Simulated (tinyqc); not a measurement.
# Thin-body transistor below threshold, two-dimensional Poisson equation on a small mesh: effect of the drain voltage

A thin body on a thick buried insulator of low permittivity, taken as carrying no normal field at the bottom of the body (row 0). Mobile charge is neglected (subthreshold), the body is fully depleted, and potentials are counted from the intrinsic level; rows run upward to the gate, columns from source to drain.

Mesh: rows i = 0..12 in the semiconductor (step hs = tb/12, row 12 on the interface), then 8 step(s) ho = tox/8 up to the gate row 20; columns j = 0..80 (step hy = L/80). Box integration, divided by eps0: up_i = eps hy/h of the interval above row i, dn_i = that of the interval below (0 for row 0), lat_i = (sum of eps h/2 over the intervals above and below)/hy, s_i = -q Na w_i hy/eps0 with w_i the semiconductor height of the box (hs/2 for row 0 and the interface row, hs between, 0 in the insulator). Each free node obeys (up + dn + 2 lat) psi = up psi(above) + dn psi(below) + lat [psi(left) + psi(right)] + s. Fixed values: gate row Vg - Vfb; column 0 at Vbi and the last column at Vbi + Vd in the semiconductor, each running linearly to Vg - Vfb across the insulator. The system is solved directly. On row 0 the minimum of psi and its place come from a parabola through the three lowest nodes; barrier = Vbi - minimum, swing = Vt ln 10/(d psi/dVg), DIBL = (d psi/dVd)/(d psi/dVg) there. Lambda = pi/k with k the smallest positive root of tan(k tox) tan(k tb) = eox/eps_r.

Inputs (values chosen for the exercise); semiconductor permittivity close to that of germanium:

| symbol | value | unit | meaning |
|---|---|---|---|
| T | 400 | K | temperature |
| eps_r | 16 |  | relative permittivity of the semiconductor |
| eox | 9 |  | relative permittivity of the insulator |
| tb | 6 | nm | body thickness |
| tox | 1.8 | nm | insulator thickness |
| L | 41 | nm | channel length |
| Na | 5.7e17 | cm^-3 | acceptor density of the depleted body |
| Vbi | 0.54 | V | potential of the source |
| Vfb | 0.04 | V | gate offset |
| Vg | 0.05 | V | gate voltage |

Constants: q = 1.602176634e-19 C, kB = 1.380649e-23 J/K, Vt = kB T/q, eps0 = 8.8541878128e-14 F/cm where lengths are in cm. Results are converted to the units shown.

Results:
```
Vd (V)	L/Lambda	barrier (V)	place y/L	swing (mV/decade)	DIBL (mV/V)
0.05	2.277	0.5158	0.4939	85.01	34.02
0.25	2.277	0.5099	0.4738	85.12	29.48
0.45	2.277	0.5047	0.4581	85.28	26.41
0.85	2.277	0.4957	0.4346	85.69	22.40
1.05	2.277	0.4917	0.4252	85.90	21.00
```

Estimate the missing row, Vd = 0.65 V.

Computed row:
```
Vd (V)	L/Lambda	barrier (V)	place y/L	swing (mV/decade)	DIBL (mV/V)
0.65	2.277	0.5001	0.4454	85.48	24.15
```

With this row back in the table: As Vd goes from 0.05 to 1.05 V, the barrier falls from 0.516 to 0.492 V, the swing rises from 85.0 to 85.9 mV a decade and DIBL falls from 34.0 to 21.0 mV/V; the ideal swing is 79.4. The barrier top moves from y/L = 0.494 to 0.425, towards the source.

Numbers from tinyqc (`OMP_NUM_THREADS=1 python tinyqc.py 2480094 2480095 out.jsonl`; about 0.1 s on one thread of a shared Intel Xeon 2.30GHz).
